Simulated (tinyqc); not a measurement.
Millisecond and nanosecond annealing: surface heating, thermal budget and solid-phase regrowth. From one set of inputs to another, one input at a time. Computed by tinyqc, a small Python program. Command: `OMP_NUM_THREADS=1 python tinyqc.py 3005864 3005865 out.jsonl flash ladder`. One thread of a shared host (Intel(R) Xeon(R) Processor @ 2.30GHz), about 0.02 s of CPU time with the checks.

A square pulse heats the surface of a thick wafer with constant thermal properties; losses by radiation are neglected and silicon melts at 1414 C.

The inputs printed are set A. Set A is modelled on hot silicon with phosphorus; the values taken over come from a set modelled on hot silicon with arsenic. Inputs not listed in the table keep their values of set A, so the rows need not describe a real material.

Inputs (values chosen for the exercise, modelled on hot silicon with phosphorus):
```
quantity                      value        unit
incident fluence               3.72      J/cm^2
pulse length t_p            6.2e-05           s
reflectance R                  0.31           -
thermal conductivity k         0.29    W/(cm K)
heat capacity per volume c     2.34  J/(cm^3 K)
preheat temperature T0          800           C
dopant prefactor D0            4.65      cm^2/s
dopant activation energy E     3.69          eV
regrowth prefactor v0       5.2e+08        cm/s
regrowth energy E_v             2.7          eV
amorphous layer                  16          nm
```

Source: scanned laser.

Constants: k_B = 8.617333262e-05 eV/K.

Method:
- Absorbed flux q = (1 - R) fluence/t_p; kappa = k/c. With f(z, t) = (2 q/k) sqrt(kappa t) ierfc(z/(2 sqrt(kappa t))), ierfc(x) = exp(-x^2)/sqrt(pi) - x erfc(x): T = T0 + f(z, t) during the pulse and T0 + f(z, t) - f(z, t - t_p) after it.
- At the surface the rise at the end of the pulse is 2 q sqrt(t_p/(pi k c)); the fluence that just melts the surface scales with (1414 - T0).
- Temperatures in kelvin are T(C) + 273.15.
- Integrate exp(-E/(k_B T(t))) at the surface from 0 to 10 t_p (Gauss-Legendre, 60 points in sqrt(t) up to t_p and 60 in sqrt(t - t_p) after it). (Dt) = D0 x integral with E; regrowth = v0 x integral with E_v; effective time = integral/exp(-E/(k_B T_peak)).

Each row keeps all changes above it:
```
input moved                                                                from             to  possible regrowth (nm)  effective time over t_p  fluence at the melting threshold (J/cm^2)
set A                                                                         -              -              1.2780e+02                  0.24255                                     5.1153
thermal conductivity k (W/(cm K))                                          0.29           0.25              1.9197e+02                  0.23345                                     4.7494
heat capacity per volume c (J/(cm^3 K))                                    2.34           2.28              2.0653e+02                  0.23198                                     4.6881
dopant prefactor D0 (cm^2/s) and dopant activation energy E (eV)     4.65, 3.69     9.65, 4.01              2.0653e+02                  0.21195                                     4.6881
preheat temperature T0 (C)                                                  800            400              1.0223e-01                  0.11456                                     7.7422
pulse length t_p (s) and incident fluence (J/cm^2)                6.2e-05, 3.72  7.9e-05, 7.27              7.1404e+01                  0.11136                                     8.7395
```

Where does the difference come from?

Possible regrowth goes from 128 to 71.4, a factor 0.559 in all. The largest single move comes from preheat temperature T0 (a factor 4.95e-4), and pulse length t_p with incident fluence works against it (a factor 698). Effective time over t_p goes from 0.243 to 0.111, a factor 0.459 in all. The largest single move comes from preheat temperature T0 (a factor 0.540). Fluence at the melting threshold goes from 5.12 to 8.74, a factor 1.71 in all. The largest single move comes from preheat temperature T0 (a factor 1.65), and thermal conductivity k works against it (a factor 0.928). The single moves hold for this order of the switches; the total does not depend on the order.

Caution (all rows): equilibrium diffusivities are used; implant damage enhances diffusion, and k and c vary with temperature. Caution (rows set A, thermal conductivity k, heat capacity per volume c, dopant prefactor D0, pulse length t_p): the peak lies above 1150 C, and amorphous silicon melts some 200 to 250 K below the crystal, so a layer that has not regrown before the peak may melt instead. Caution (rows set A, thermal conductivity k, heat capacity per volume c, dopant prefactor D0): at this preheat temperature the layer would already regrow within five seconds or less before the pulse.

Extremes, crossings and ranges named in words are read from the listed rows.
